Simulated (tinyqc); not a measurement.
# Worked calculation: undoped gate-all-around wire MOSFET, analytic charge model

Computed by the program tinyqc: `OMP_NUM_THREADS=1 python tinyqc.py 2460094 2460095 out.jsonl`, one thread of a shared Intel Xeon 2.30GHz, about 0.02 s for the whole run. Printed values are rounded.

An undoped round wire of radius R under an insulator shell and a surrounding gate; long channel, electrons only, n = ni exp((psi - V)/Vt) with V the quasi-Fermi potential (0 at the source, Vd at the drain), constant mobility, no quantisation. The radial Poisson equation gives n(r) = n(0)/(1 - (1 - b) r^2/R^2)^2 with b = Q0/(Q + Q0). Q is the electron charge per area of the wire surface.

Parameters, values chosen for the exercise; material values close to those of silicon: temperature T = 300 K; band gap Eg = 1.12 eV; relative permittivity of the semiconductor eps_r = 11.5; conduction-band density of states at T Nc = 2.79e19 cm^-3; valence-band density of states at T Nv = 2.62e19 cm^-3; relative permittivity of the gate insulator eox = 21.7; insulator thickness tox = 9.4 nm; wire radius R = 20 nm; gate work function less that of the intrinsic body dphi = 0.2 V; channel mobility mu = 300 cm^2/(V s); gate length L = 1 um; gate voltage Vg = 0.68 V; drain voltage Vd = 0.05 V.

Constants: q = 1.602176634e-19 C, kB = 1.380649e-23 J/K, Vt = kB T/q, eps0 = 8.8541878128e-14 F/cm where lengths are in cm. Results are converted to the units shown.

## Constants of the wire

ni = sqrt(Nc Nv) exp(-Eg/(2 Vt)), Eg in volts; Cox = eps0 eox/(R ln(1 + tox/R)); Q0 = 4 eps0 eps_r Vt/R; V0 = dphi + Vt ln[8 eps0 eps_r Vt/(q ni R^2)].

ni = 1.05771e10 cm^-3
Cox = 2.49357 uF/cm^2
Q0 = 52.6466 nC/cm^2
V0 = 0.645989 V

## Iteration 1: charge at the source by Newton steps

Q at the start = 5.3 nC/cm^2

With V = 0: f = Q/Cox + Vt ln(Q/Q0) + Vt ln(1 + Q/Q0) - (Vg - V0); f' = 1/Cox + Vt/Q + Vt/(Q + Q0); Q(new) = Q - f/f'.

f = -0.0887588 V
f' = 0.00572490 V cm^2/nC
Q after iteration 1 = 20.8040 nC/cm^2

## Iteration 2: charge at the source by Newton steps

As before.

f = -0.0410610 V
f' = 0.00199564 V cm^2/nC
Q after iteration 2 = 41.3793 nC/cm^2

## Course of the iteration: charge at the source by Newton steps

Stop when Q changes by less than 1e-8 nC/cm^2, or after 40 iterations.

Course of the iteration:

| iteration | Q (nC/cm^2) | \|change\| (nC/cm^2) |
|---|---|---|
| 1 | 20.8040 | 15.5 |
| 2 | 41.3793 | 20.6 |
| 3 | 48.0283 | 6.65 |
| 4 | 48.3322 | 0.304 |
| 5 | 48.3327 | 5.31e-4 |
| 6 | 48.3327 | 1.61e-9 |

Converged in 6 iterations. At the end the number of correct digits about doubles with each step.

## Drain current and line charge

Qs = 48.3327 nC/cm^2
Qd = 16.6457 nC/cm^2

Q solves Vg - V0 - V = Q/Cox + Vt ln(Q/Q0) + Vt ln(1 + Q/Q0). I = mu (2 pi R/L)[2 Vt (Qs - Qd) + (Qs^2 - Qd^2)/(2 Cox) + Vt Q0 ln((Qd + Q0)/(Qs + Q0))], with Qs at V = 0 and Qd at V = Vd. Electrons per length at the source: 2 pi R Qs/q; surface over centre density: (1 + Qs/Q0)^2.

first term = 0.0617642 uA
second term = 0.0155643 uA
third term = -0.0193221 uA
I = 0.0580064 uA
electrons per length = 0.379089 1/nm
surface over centre density = 3.67895

The square-law term makes up 26.8 % of the current.
